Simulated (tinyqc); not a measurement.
# Undoped gate-all-around wire MOSFET, analytic charge model: what changes with what

An undoped round wire of radius R under an insulator shell and a surrounding gate; long channel, electrons only, n = ni exp((psi - V)/Vt) with V the quasi-Fermi potential (0 at the source, Vd at the drain), constant mobility, no quantisation. The radial Poisson equation gives n(r) = n(0)/(1 - (1 - b) r^2/R^2)^2 with b = Q0/(Q + Q0). Q is the electron charge per area of the wire surface.

Parameters, values chosen for the exercise; material values close to those of gallium arsenide: temperature T = 293 K; band gap Eg = 1.43 eV; relative permittivity of the semiconductor eps_r = 13; conduction-band density of states at T Nc = 4.22e17 cm^-3; valence-band density of states at T Nv = 8.8e18 cm^-3; relative permittivity of the gate insulator eox = 8.64; insulator thickness tox = 3.9 nm; wire radius R = 20 nm; gate work function less that of the intrinsic body dphi = 0.15 V; channel mobility mu = 410 cm^2/(V s); gate length L = 2 um; drain voltage Vd = 0.3 V.

Constants: q = 1.602176634e-19 C, kB = 1.380649e-23 J/K, Vt = kB T/q, eps0 = 8.8541878128e-14 F/cm where lengths are in cm. Results are converted to the units shown.

Each table varies one quantity; the others keep the values above.

## Effect of the gate work function less that of the intrinsic body

ni = sqrt(Nc Nv) exp(-Eg/(2 Vt)), Eg in volts; Cox = eps0 eox/(R ln(1 + tox/R)); Q0 = 4 eps0 eps_r Vt/R; V0 = dphi + Vt ln[8 eps0 eps_r Vt/(q ni R^2)]. Q solves Vg - V0 - V = Q/Cox + Vt ln(Q/Q0) + Vt ln(1 + Q/Q0). I = mu (2 pi R/L)[2 Vt (Qs - Qd) + (Qs^2 - Qd^2)/(2 Cox) + Vt Q0 ln((Qd + Q0)/(Qs + Q0))], with Qs at V = 0 and Qd at V = Vd.  I(low) is taken at Vg = 0.57 V, Qs and I(high) at Vg = 1.32 V.

Effect of the gate work function less that of the intrinsic body:

| dphi (V) | V0 (V) | I(low) (nA) | Qs(high) (nC/cm^2) | I(high) (uA) |
|---|---|---|---|---|
| 0 | 0.67284 | 0.63281 | 1070.8 | 6.0575 |
| 0.05 | 0.72284 | 0.088642 | 973.47 | 5.3347 |
| 0.1 | 0.77284 | 0.012261 | 877.08 | 4.6256 |
| 0.15 | 0.82284 | 0.0016928 | 781.79 | 3.9339 |
| 0.2 | 0.87284 | 2.3367e-4 | 687.81 | 3.2648 |
| 0.25 | 0.92284 | 3.2253e-5 | 595.44 | 2.6258 |
| 0.3 | 0.97284 | 4.4518e-6 | 505.07 | 2.0279 |

What does the comparison show?

As dphi goes from 0 to 0.3 V, I(low) falls from 0.633 to 4.45e-6 nA and I(high) falls from 6.06 to 2.03 uA. V0 rises from 0.673 to 0.973 V. In every row the surface density at the source at the higher gate voltage passes 0.3 Nc, where Boltzmann statistics fail.

## Effect of the wire radius

Same model as above.

Effect of the wire radius:

| R (nm) | V0 (V) | I(low) (nA) | Qs(high) (nC/cm^2) | I(high) (uA) |
|---|---|---|---|---|
| 6.7 | 0.8781 | 1.900e-4 | 884.0 | 1.467 |
| 9.3 | 0.8615 | 3.660e-4 | 842.4 | 1.952 |
| 13 | 0.8446 | 7.152e-4 | 810.7 | 2.639 |
| 18 | 0.8282 | 0.001371 | 787.8 | 3.564 |
| 26 | 0.8096 | 0.002861 | 769.1 | 5.042 |
| 36 | 0.7932 | 0.005484 | 757.1 | 6.887 |
| 50 | 0.7766 | 0.01058 | 748.3 | 9.469 |

Read the table: what changes, and by how much?

As R goes from 6.7 to 50 nm, I(low) rises from 1.90e-4 to 0.0106 nA and I(high) rises from 1.47 to 9.47 uA. On average I(low) goes as R^(2.00) and I(high) goes as R^(0.93). Below threshold the charge is proportional to the cross-section of the body; above it the insulator sets the charge. In every row the surface density at the source at the higher gate voltage passes 0.3 Nc, where Boltzmann statistics fail.

Numbers from tinyqc (`OMP_NUM_THREADS=1 python tinyqc.py 2460172 2460173 out.jsonl`; about 0.03 s on one thread of a shared Intel Xeon 2.30GHz).
